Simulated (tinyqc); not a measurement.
States in the gap of a film: thin (001) film in sp3s* tight binding with raised dangling bonds.

Planes alternate anion (a), cation (c) along [001], a/4 apart, starting with an anion; zero in-plane momentum; levels counted from the bulk Ev, the lower root of [[Epa, Vxx], [Vxx, Epc]]; no spin-orbit coupling. Block of s, pz, s*: from an anion to the cation above, Vss/2 (s,s), Vsapc/2 (s,z), -Vscpa/2 (z,s), Vxx/2 (z,z), Vxapc/2 (s*,z), -Vpaxc/2 (z,s*); to the cation below the same with the s-z and s*-z signs reversed. Block of u = (px + py)/sqrt2 and v = (px - py)/sqrt2: to the cation above (Vxx + Vxy)/2 for u and (Vxx - Vxy)/2 for v, to the cation below the reverse. Each surface atom has two dangling sp3 hybrids; raising both by dl adds (dl/2) [[1, t], [t, 1]] to its s, pz levels (t = -1 at the bottom face, +1 at the top) and dl to the one of u, v in whose plane the missing bonds lie (v for a bottom anion or a top cation, u for a top anion).

Values chosen for the exercise (out of a larger set: near a published set for Si, fitted to gaps, whose masses and valley positions are rough; not measured data): p = (-4.173, 1.722, -4.173, 1.722, 6.658, 6.658, -8.309, 1.725, 4.604, 5.701, 5.701, 5.36, 5.36) eV (order Esa, Epa, Esc, Epc, Exa, Exc, Vss, Vxx, Vxy, Vsapc, Vscpa, Vxapc, Vpaxc); Nw = 25 (planes in the thicker film).

edges (eV): Gamma 3.45000, Delta 1.17038

Levels between 0 and the lower bulk edge, the largest weight on the two outer planes of both faces among them, and the nearest levels outside, for several shifts dl.

Film of Nw planes:
```
dl (eV)  levels in the gap       at (eV)  surface weight  next above (eV)  next below (eV)
0                        2  0.272, 0.302            0.72           1.2115          -0.0751
1                        2  0.747, 0.754            0.82           1.2135          -0.0730
2                        0             -               -           1.1730          -0.0717
3                        0             -               -           1.2055          -0.0709
5                        0             -               -           1.2081          -0.0699
10                       0             -               -           1.2089          -0.0687
30                       0             -               -           1.2093          -0.0676
100                      0             -               -           1.2094          -0.0671
```

Can the levels of the bare film be read as confined subbands?

No: with bare surfaces (dl = 0) 2 levels lie in the bulk gap, with up to 72 % of the weight on the four outer planes, two a face, where an even spread gives 16 %; these are dangling-bond states, not subbands. The reruns show the bulk gap clear from dl = 2 eV on, and at dl = 30 eV the next level above lies -0.1 meV from its value at 100 eV. At dl = 2 eV the next level above is more than 20 meV from its value at 100 eV, so the surface still acts on it.

Program tinyqc; command `OMP_NUM_THREADS=1 python tinyqc.py 1451853 1451854 out.jsonl`; about 0.4 s on one thread of a shared Intel(R) Xeon(R) Processor @ 2.30GHz.
